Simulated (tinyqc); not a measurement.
Switching kinetics of a ferroelectric film and the memory window of a ferroelectric gate stack: one step, computed by the program tinyqc.

Fields in MV/cm; 1 microcoulomb/cm^2 over eps_0 is 11.29409 MV/cm. In the stack (metal, ferroelectric, interlayer, channel) the channel is taken as a conductor.

Question. Fields in the stack. Series stack: V = E_F t_F + E_I t_I and eps_I E_I = eps_F E_F + (1 - s) P/eps_0. Before switching P = -P_r, after it P = +P_s; in retention V = 0 and P = +P_r.

Inputs (values chosen for the exercise, for a model film):
```
quantity                                 value               unit
saturation polarisation P_s                 40  microcoulomb/cm^2
ratio P_r/P_s                             0.71                  -
coercive field E_c                        0.86              MV/cm
permittivity of the ferroelectric eps_F     44                  -
thickness t_F                               19                 nm
permittivity of the interlayer eps_I       3.9                  -
interlayer thickness t_I                   1.1                 nm
share s of P screened by trapped charge   0.86                  -
pulse height V                             5.3                  V
breakdown field of the interlayer           14              MV/cm
```

Give: E_F before switching; E_F after switching; E_I after switching; depolarising field in retention; depolarising field over E_c.

Answer.

E_F before switching = 2.0906 MV/cm

E_F after switching = 1.1194 MV/cm

E_I after switching = 28.846 MV/cm

depolarising field in retention = 0.40323 MV/cm

depolarising field over E_c = 0.46887

Caution: the interlayer field exceeds its breakdown field, so charge injection would change the fields.
